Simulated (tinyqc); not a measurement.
MOS capacitor on a p-type substrate, surface potential from the exact charge relation: effect of the temperature on threshold and swing.

Uniform p-type substrate, Boltzmann statistics, full ionisation, classical densities. psi is the surface potential against the body (positive when the bands bend down) and u = psi/Vt. Traps are spread evenly over the gap and neutral at flat band, so their charge is -q Dit psi; the minority quasi-Fermi level is shifted by Vb.

Nc and Nv are given at 300 K and scale as (T/300 K)^1.5; Eg is held fixed. ni = sqrt(Nc Nv) exp(-Eg/(2 Vt)), Eg in volts; phiF = Vt ln(N/ni); Cox = eps0 eox/tox; Vfb = phiM - chi - (Eg - Vt ln(Nv/N)) - q Nf/Cox; VT = Vfb + [(2 phiF + Vb)(1 + q Dit/Cox) + sqrt(2 eps0 eps_r q N (2 phiF + Vb))/Cox]. gamma = sqrt(2 eps0 eps_r q N)/Cox; Wm = sqrt(2 eps0 eps_r (2 phiF + Vb)/(q N)); m = 1 + (eps0 eps_r/Wm + q Dit)/Cox; swing m Vt ln 10; Cmin/Cox = 1/(1 + Cox Wm/(eps0 eps_r)).

Values chosen for this exercise; band and dielectric values close to those of silicon:
```
symbol,value,unit,meaning
Eg,1.13,eV,band gap
eps_r,11.5,,relative permittivity
Nc,2.77e19,cm^-3,conduction-band density of states at the reference temperature
Nv,2.68e19,cm^-3,valence-band density of states at the reference temperature
chi,4.09,eV,electron affinity
N,4.7e17,cm^-3,acceptor density of the substrate
eox,9.03,,relative permittivity of the gate insulator (close to aluminium oxide)
tox,25,nm,insulator thickness
phiM,4.77,eV,gate work function
Nf,0,cm^-2,"fixed charge at the interface, in units of q"
Dit,4e11,cm^-2 eV^-1,density of interface traps
Vb,0,V,reverse bias of the inversion layer against the body
```

Constants: q = 1.602176634e-19 C, kB = 1.380649e-23 J/K, Vt = kB T/q, eps0 = 8.8541878128e-14 F/cm where lengths are in cm. Results are converted to the units shown.

The same in every row: gamma (V^0.5) = 1.224.

Effect of the temperature on threshold and swing:
```
T (K),Vfb (V),2 phiF (V),VT (V),Wm (nm),m,swing (mV/decade),Cmin/Cox
200,-0.3908,1.011,2.054,52.29,1.809,71.80,0.3785
240,-0.3733,0.9759,2.008,51.37,1.820,86.68,0.3826
280,-0.3549,0.9391,1.959,50.39,1.832,101.8,0.3872
320,-0.3358,0.9008,1.908,49.36,1.845,117.2,0.3921
360,-0.3161,0.8611,1.854,48.26,1.860,132.9,0.3975
400,-0.2958,0.8204,1.798,47.10,1.876,148.9,0.4033
440,-0.2749,0.7786,1.740,45.89,1.894,165.4,0.4096
```

As T goes from 200 to 440, VT falls from 2.05 to 1.74 V, the swing rises from 71.8 to 165 mV/decade and Cmin/Cox rises from 0.378 to 0.410. Of the change of VT by -0.314 V, 0.116 V comes from Vfb and -0.430 V from the band bending and the charge it takes. VT changes by -1.31 mV/K on average.

Program tinyqc, `OMP_NUM_THREADS=1 python tinyqc.py 2060028 2060029 out.jsonl`; Intel Xeon 2.30GHz, shared host, one thread, about 0.01 s.
